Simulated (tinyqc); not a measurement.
Where a trap does most harm: tunnelling through a thin dielectric with one trap, as a tight-binding chain.

Hopping -t everywhere, t = c/(m a^2), c = hbar^2/2m0; lead sites at 2t (band bottom 0), barrier sites 1 to N at 2t + phi, and site j has U besides. No voltage. Leads give S = -t exp(ika) on sites 1 and N, cos(ka) = 1 - E/(2t). T = (2 t sin(ka))^2 |G_1N|^2, G = (E - H - S)^-1. In the barrier cosh(q a) = 1 + (phi - E)/(2t).

Resonance: the lowest eigenvalue of H + S(E), iterated until its real part equals E (40 rounds from Eb = phi + 2t - sqrt(4t^2 + U^2), the level in an endless barrier). With v the normalised squared amplitudes of that state, Gamma_L = 2 t sin(ka) v_1, Gamma_R = 2 t sin(ka) v_N; Breit-Wigner T = Gamma_L Gamma_R/((E - Er)^2 + (Gamma_L + Gamma_R)^2/4).

Constants: hbar^2/2m0 = 3.80998211 eV angstrom^2.

Parameters, chosen for this exercise (barrier and mass of the size used for SiO2 on silicon; not measured data): a = 2 angstrom (site spacing); m = 0.48 m0 (mass, the same in leads and barrier); phi = 3.25 eV (conduction edge of the barrier above that of the leads); N = 11 (barrier sites); U = -4.3 eV (extra energy on the trap site).

The trap is moved through the barrier. The area under the resonance, 2 pi Gamma_L Gamma_R/(Gamma_L + Gamma_R), sets the current through it.

Against position:
```
j,Er (eV),Gamma_L (meV),Gamma_R (meV),peak,area (meV)
3,1.3674,58.1,0.000741,5.10e-05,0.00465
4,1.3673,8.83,0.00482,0.00218,0.0303
5,1.3672,1.35,0.0315,0.0892,0.193
6,1.3672,0.206,0.206,1.00,0.647
7,1.3672,0.0315,1.35,0.0892,0.193
8,1.3673,0.00482,8.83,0.00218,0.0303
9,1.3674,0.000741,58.1,5.10e-05,0.00465
```

The area is largest at j = 6 (0.647 meV) and 139 times smaller at j = 3: the slower of the two steps limits the current, so traps in the middle carry most. Each site towards a lead multiplies its width by about 6.54, close to exp(2 q a) = 6.54 at Eb.

tinyqc: `OMP_NUM_THREADS=1 python tinyqc.py 1450322 1450323 out.jsonl`; about 0.1 s, one thread, shared Intel(R) Xeon(R) Processor @ 2.30GHz.
